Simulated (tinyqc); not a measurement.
Trap depth and cross-section from two peaks.

Inverse problem. A DLTS peak lies where ew = sn g T^2 exp(-Et/kB T), g = vth Nc/(300 K)^2. Find Et and sn.

Inputs (values chosen for the exercise): conduction-band density of states at 300 K Nc = 2.75e19 cm^-3; thermal velocity at 300 K vth = 2.3e7 cm/s.

Constants: q = 1.602176634e-19 C, kB = 1.380649e-23 J/K. Results are converted to the units shown.

peak temperatures for ew = 10 and 500 1/s (K): [179.39267, 209.28867]

Answer. The slope of ln(ew/T^2) against q/kB T is -Et, and the intercept is ln(sn g).

Et = 0.390 eV
sn = 4.00e-15 cm^2

Computed by the program tinyqc: `OMP_NUM_THREADS=1 python tinyqc.py 2050028 2050029 out.jsonl`, one thread of a shared Intel Xeon 2.30GHz, about 0.01 s for the whole run.
